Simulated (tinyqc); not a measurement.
# Inputs raised by 10 %, one at a time

Model: single-band model of a thermoelectric material. Computed by tinyqc, a small Python program. Command: `OMP_NUM_THREADS=1 python tinyqc.py 3030694 3030695 out.jsonl thermo sens`. One thread of a shared host (Intel(R) Xeon(R) Processor @ 2.30GHz), about 0.04 s of CPU time with the checks.

One spherical band, one scattering law, no minority carriers and no phonon drag. In a real material minority carriers limit |S| to about E_g/(2 e T), so larger values are formal. eta = E_F/(k_B T) is counted from the band edge; f = 1/(1 + exp(x - eta)).

Inputs (values chosen for the exercise, modelled on n-type SiGe):

| quantity | value | unit |
|---|---|---|
| density-of-states mass m | 1.1 | m_0 |
| mobility parameter mu_300 | 360 | cm^2/(V s) |
| temperature exponent p | 1.5 | - |
| lattice thermal conductivity kappa_L | 3.7 | W/(m K) |
| carrier density n | 2e+20 | 1/cm^3 |
| temperature T | 940 | K |

Band: parabolic. Scattering: acoustic phonons, r = -0.5.

Constants: m_0 = 9.1093837015e-31 kg; k_B = 1.380649e-23 J/K; hbar = 1.054571817e-34 J s; k_B = 8.617333262e-05 eV/K; e = 1.602176634e-19 C.

Method:
- With x = E/(k_B T), a = alpha k_B T (0 for a parabolic band), G = x (1 + a x), D = 1 + 2 a x and <y> = int y f (1 - f) dx, f = 1/(1 + exp(x - eta)): tau = tau_0 G^r/D; transport function s = G^(3/2 + r)/D^2; n = N_0 <G^(3/2)> with N_0 = (2 m k_B T)^(3/2)/(3 pi^2 hbar^3).
- Integrals over x = E/(k_B T) use 160 Gauss-Legendre points in u = sqrt(x) from 0 to sqrt(max(eta, 0) + 32).
- Solve for eta.
- sigma = e mu_0 N_0 <s> with mu_0 = e tau_0/m = mu_300 (T/300 K)^(-p); |S| = (k_B/e)(<x s>/<s> - eta); Lorenz number L = (k_B/e)^2 (<x^2 s>/<s> - (<x s>/<s>)^2); kappa_e = L sigma T; zT = S^2 sigma T/(kappa_L + kappa_e).
- Hall factor r_H = <G^(3/2)> <G^(3/2 + 2r)/D^4>/<s>^2; drift mobility sigma/(n e) with n = N_0 <G^(3/2)>; power factor S^2 sigma.
- Quality factor B = (k_B/e)^2 e mu_0 N_0 T/kappa_L; zT and the power factor are maximised over eta between -8 and 30.

Runs:

| input moved | from | to | Seebeck coefficient \|S\| (microvolt/K) | zT | largest zT | Lorenz number L (1e-8 V^2/K^2) |
|---|---|---|---|---|---|---|
| base run | - | - | 167.7 | 0.6110 | 0.6902 | 1.681 |
| density-of-states mass m (m_0) | 1.1 | 1.21 | 178.3 | 0.7012 | 0.7708 | 1.658 |
| mobility parameter mu_300 (cm^2/(V s)) | 360 | 396 | 167.7 | 0.6484 | 0.7432 | 1.681 |
| lattice thermal conductivity kappa_L (W/(m K)) | 3.7 | 4.07 | 167.7 | 0.5745 | 0.6405 | 1.681 |
| carrier density n (1/cm^3) | 2e+20 | 2.2e+20 | 160.8 | 0.5893 | 0.6902 | 1.697 |
| temperature T (K) | 940 | 1034 | 178.3 | 0.6802 | 0.7432 | 1.658 |
| temperature exponent p | 1.5 | 1.65 | 167.7 | 0.5462 | 0.6030 | 1.681 |

Exponents ln(y'/y) / ln(x'/x):

| input | Seebeck coefficient \|S\| | zT | largest zT | Lorenz number L |
|---|---|---|---|---|
| density-of-states mass m | 0.640 | 1.446 | 1.159 | -0.142 |
| mobility parameter mu_300 | 0.000 | 0.624 | 0.775 | 0.000 |
| lattice thermal conductivity kappa_L | 0.000 | -0.646 | -0.785 | 0.000 |
| carrier density n | -0.442 | -0.378 | 0.000 | 0.101 |
| temperature T | 0.640 | 1.126 | 0.775 | -0.142 |
| temperature exponent p | 0.000 | -1.176 | -1.418 | 0.000 |

Among the inputs moved here: Seebeck coefficient |S| answers most in size to density-of-states mass m (exponent +0.640), and about equally to temperature T (+0.640); its exponent is below 0.0005 for mobility parameter mu_300, lattice thermal conductivity kappa_L, temperature exponent p. zT answers most in size to density-of-states mass m (exponent +1.446), next to temperature exponent p (-1.176). Largest zT answers most in size to temperature exponent p (exponent -1.418), next to density-of-states mass m (+1.159); its exponent is below 0.0005 for carrier density n. Lorenz number L answers most in size to density-of-states mass m (exponent -0.142), and about equally to temperature T (-0.142); its exponent is below 0.0005 for mobility parameter mu_300, lattice thermal conductivity kappa_L, temperature exponent p.

Extremes, crossings and ranges named in words are read from the listed rows.
